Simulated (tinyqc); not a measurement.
## Off-state leakage of single and stacked transistors: subthreshold current against the height of the stack

n-channel devices of unit width. Subthreshold current I(Vg, Vs, Vd) = I0 (T/300 K)^0.5 exp[(Vg - Vs - VT(T) - gb (Vs - Vb) + dd (Vd - Vs))/(nf Vt)] (1 - exp(-(Vd - Vs)/Vt)), VT(T) = VT - cT (T - 300 K). Gate-edge tunnelling Ig (Vd/1 V) exp(ag (Vd - 1 V)), for a gate at 0 V, and band-to-band leakage Ab u exp(-Bb/u), u = Vd - Vb + 1 V, flow at a drain held at V; both are taken as independent of T. In a stack of off transistors (all gates at 0 V) the same subthreshold current passes through each.

All n gates at 0 V, bottom source at 0 V, top drain at V; node voltages follow from equal currents.

Values chosen for this exercise; values of the order met in bulk silicon logic transistors:
```
symbol  value   unit                                             meaning
T         300      K                                         temperature
V         0.8      V                                      supply voltage
VT       0.46      V        threshold at 300 K, zero drain and body bias
cT        0.6   mV/K              fall of the threshold with temperature
I0       0.45  uA/um                       current at threshold at 300 K
nf       1.52                                               slope factor
dd       0.05                            drain-induced lowering per volt
gb        0.2         rise of the threshold per volt of source-body bias
Vb          0      V                                        body voltage
```

Constants: q = 1.602176634e-19 C, kB = 1.380649e-23 J/K, Vt = kB T/q. Results are converted to the units shown.

Results:

| n | I (nA/um) | reduction factor | drain voltage of the bottom device (mV) | source voltage of the top device (mV) | voltage across the top device (V) |
|---|---|---|---|---|---|
| 1 | 0.010264 | 1.0000 | 800.00 | 0 | 0.80000 |
| 3 | 0.0018013 | 5.6979 | 16.683 | 54.702 | 0.74530 |
| 4 | 0.0012899 | 7.9574 | 10.860 | 65.201 | 0.73480 |
| 5 | 0.0010064 | 10.199 | 8.0856 | 73.003 | 0.72700 |
| 6 | 8.2578e-4 | 12.429 | 6.4511 | 79.220 | 0.72078 |

Estimate the missing row, n = 2.

Computed row:

| n | I (nA/um) | reduction factor | drain voltage of the bottom device (mV) | source voltage of the top device (mV) | voltage across the top device (V) |
|---|---|---|---|---|---|
| 2 | 0.0030163 | 3.4028 | 38.496 | 38.496 | 0.76150 |

With this row back in the table: The second transistor cuts the current by a factor of 3.40, the third by a further 1.67 and the sixth by 1.22. The top device keeps 90.1 % of the supply at n = 6, while the drain voltage of the bottom one falls to 0.250 Vt.

tinyqc, about 0.03 s, one thread, Intel Xeon 2.30GHz (shared host): `OMP_NUM_THREADS=1 python tinyqc.py 2242235 2242236 out.jsonl`
